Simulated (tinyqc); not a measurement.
Single-electron transistor, orthodox theory and master equation: two steps of the calculation.

A metal island with n extra electrons joins the left lead (voltage V) and the right lead (0 V) by tunnel junctions and couples to a gate. Cs = CL + CR + Cg. Adding electron n + 1 costs mu(n) = [q (n + 1/2) - CL V - Cg Vg]/Cs (in volts); the Fermi levels are -V (left) and 0 (right). A jump that gains the energy W has the rate G(W) = (W/q)/(R [1 - exp(-W/Vt)]), W in volts, Vt = kB T/q. Sequential tunnelling only; I > 0 flows from left to right.

Parameters, values chosen for the exercise:
- CL = 3.1 aF (capacitance of the left junction)
- CR = 2.6 aF (capacitance of the right junction)
- Cg = 2.5 aF (gate capacitance)
- T = 29 K (temperature)
- V = 34 mV (bias of the left lead)
- Vg = 48 mV (gate voltage)
- n0 = -2 (lowest charge state kept)
- n1 = 3 (highest charge state kept)

Constants: q = 1.602176634e-19 C, kB = 1.380649e-23 J/K, Vt = kB T/q. Results are converted to the units shown.

Problem 1. Charging energy and addition levels. q/Cs, the gate period q/Cg, and mu(n) for the transitions kept.

Find: q/Cs; q/Cg; kB T/(q^2/Cs); mu(n).

Solution 1.

q/Cs = 19.54 mV
q/Cg = 64.09 mV
kB T/(q^2/Cs) = 0.1279
mu(n), n to n + 1, n -2 to 2 (mV): [-56.80, -37.26, -17.72, 1.82, 21.36]

Problem 2. Probabilities and current. Steady state: p(n + 1)/p(n) = (sum of on rates)/(sum of off rates), normalised. I = q sum_n [p(n + 1) (off to left) - p(n) (on from left)].

```
n to n + 1, n  on from left (1/ns)  on from right (1/ns)  off to left (1/ns)  off to right (1/ns)
-2                       56.918580             141.79689        0.0062180723         1.9114500e-8
-1                       11.164221             93.016429           3.0323466         3.1174869e-5
0                      0.060282351             44.272801           40.708896          0.036891872
1                     5.3263691e-5             4.2402388           89.429155            8.7848171
2                     3.3108659e-8           0.010354392           138.20959            53.335420
```

Find: p(n); I; mean n.

Solution 2.

p(n), n -2 to 3: [4.2086e-7, 0.013450, 0.46208, 0.50276, 0.021706, 1.1734e-6]
I = 3.7862 nA
mean n = 0.53273

Two plain resistors in series would pass 6.80 nA; this is 55.7 % of that. 4 charge states hold more than 1 % each.

Range of the model: Cotunnelling, which dominates deep in the blockade, is left out.

Numbers from tinyqc (`OMP_NUM_THREADS=1 python tinyqc.py 2780046 2780047 out.jsonl`; about 0.01 s on one thread of a shared Intel Xeon 2.30GHz).
